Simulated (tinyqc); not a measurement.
# Pillar capacitor in an array: capacitance, non-linearity, leakage and relaxation, step by step

Computed by the program tinyqc: `OMP_NUM_THREADS=1 python tinyqc.py 2102134 2102135 out.jsonl`, one thread of a shared Intel Xeon 2.30GHz, about 0.01 s for the whole run. Printed values are rounded.

A film between two metal electrodes, each interface adding a series capacitance ci. The small-signal permittivity is ek (1 + aq E^2); the field is found with the linear permittivity. Leakage J = J0 sinh(E/Ef). After a voltage step the film passes a relaxation current kr C V tt^(-nr), tt being the time in seconds. The sidewall is a coaxial capacitor with radii a = dm/2 and b = dm/2 + t, depth AR dm; the end face is left out.

Parameters, values chosen for the exercise; permittivity of the order of that of zirconium oxide:
```
symbol,value,unit,meaning
ek,36.4,,relative permittivity of the film
t,13,nm,film thickness
ci,230,uF/cm^2,capacitance of each electrode interface (dead layer and screening)
aq,0.0077,cm^2/MV^2,quadratic field coefficient of the permittivity
V,1.6,V,bias
J0,4.7e-10,A/cm^2,leakage prefactor
Ef,0.15,MV/cm,field for an e-fold rise of the leakage
dm,130,nm,diameter of the pillar
AR,50,,"aspect ratio, depth over diameter"
pt,260,nm,pitch of the square array
rho,650,uohm cm,resistivity of the inner electrode
```

Constants: eps0 = 8.8541878128e-14 F/cm where lengths are in cm. Results are converted to the units shown.

## Planar capacitance, field and non-linearity

Planar film: Cf = eps0 ek/t, 1/C = 1/Cf + 2/ci, EOT = 3.9 eps0/C, effective permittivity C t/eps0, E = (V/t) C/Cf; quadratic coefficient [C(V)/C - 1]/V^2 with Cf (1 + aq E^2) in C(V).

Cf = 2.47917 uF/cm^2
C = 2.42685 uF/cm^2
EOT = 1.42288 nm
effective permittivity = 35.6318
E = 1.20480 MV/cm
quadratic coefficient = 4272.80 ppm/V^2
J = 7.23286e-7 A/cm^2

The interfaces take 2.11 % of the voltage.

## Cell capacitance, fields and time constant

Per length 1/c = ln(b/a)/(2 pi eps0 ek) + (1/a + 1/b)/(2 pi ci); cell capacitance c AR dm; per footprint over pt^2; fields c V/(2 pi eps0 ek r) at r = a and b; resistance of the inner electrode rho AR dm/(pi a^2); time constant R C/3 of the distributed line.

a = 65 nm
b = 78 nm
cell capacitance = 70.6629 fF
capacitance per footprint = 104.531 uF/cm^2
field at a = 1.32146 MV/cm
field at b = 1.10122 MV/cm
R = 3.18310 kohm
R C/3 = 74.9757 ps

The array gives 43.1 times the planar capacitance per footprint; curvature makes the field at the inner electrode 1.10 times the planar value.
